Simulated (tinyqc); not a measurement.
Small-signal admittance of a forward-biased p+-n diode: one step of the calculation.

Holes injected into a neutral base of width wb with an ohmic contact at its end; low injection, p0 far above the equilibrium density. A small voltage v exp(i w t), w = 2 pi f, modulates the edge density by p0 v/Vt, and the small-signal density obeys Dp d2p/dx2 = (1/tau + i w) p.

Problem. The same by finite differences. 6 equal intervals, h = wb/6; u = small-signal density over its edge value, u_0 = 1, u_6 = 0; u_(i-1) + b u_i + u_(i+1) = 0 with b = -2 - h^2 (1/tau + i w)/Dp; Y = (q Dp p0/(Vt h)) (-b/2 - u_1), which includes the half box at the edge.

Parameters, values chosen for the exercise; permittivity close to that of silicon: temperature T = 350 K; hole diffusion coefficient Dp = 10 cm^2/s; hole lifetime tau = 8e-8 s; width of the neutral base wb = 0.98 um; excess hole density at the junction edge p0 = 1.8e13 cm^-3; signal frequency f = 7.3e8 Hz.

Constants: q = 1.602176634e-19 C, kB = 1.380649e-23 J/K, Vt = kB T/q. Results are converted to the units shown.

Give: b; u; Y on the mesh.

Solution.

b = -2.000-0.122i
u, node 1 to 5: 0.7749-0.1617i  0.5698-0.2286i  0.3928-0.2259i  0.2437-0.1751i  0.1160-0.0947i
Y on the mesh = 13.19+13.05i S/cm^2

Program tinyqc, `OMP_NUM_THREADS=1 python tinyqc.py 2890139 2890140 out.jsonl`; Intel Xeon 2.30GHz, shared host, one thread, about 0.01 s.
